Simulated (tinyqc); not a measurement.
Doping from the ideality factor.

Question. For thermionic-field emission over a Schottky barrier the ideality factor is n = u coth(u) with u = E00/Vt and E00 = (hbar/2) sqrt(Nd/(me m0 eps0 eps_r)) in SI units (volts). Find u, E00 and Nd.

Inputs (values chosen for the exercise); band and dielectric values close to those of silicon:
- T = 400 K (temperature)
- me = 0.256 m0 (electron mass)
- eps_r = 11.8 (relative permittivity)

Constants: q = 1.602176634e-19 C, kB = 1.380649e-23 J/K, eps0 = 8.8541878128e-12 F/m, hbar = 1.054571817e-34 J s, m0 = 9.1093837015e-31 kg, Vt = kB T/q. Results are converted to the units shown.

n = 1.3852077

Answer. u coth(u) rises steadily from 1, so n fixes u; the definition of E00 then gives Nd.

u = 1.117
E00 = 38.52 meV
Nd = 1.300e19 cm^-3

Program tinyqc, `OMP_NUM_THREADS=1 python tinyqc.py 2640074 2640075 out.jsonl`; Intel Xeon 2.30GHz, shared host, one thread, about 0.03 s.
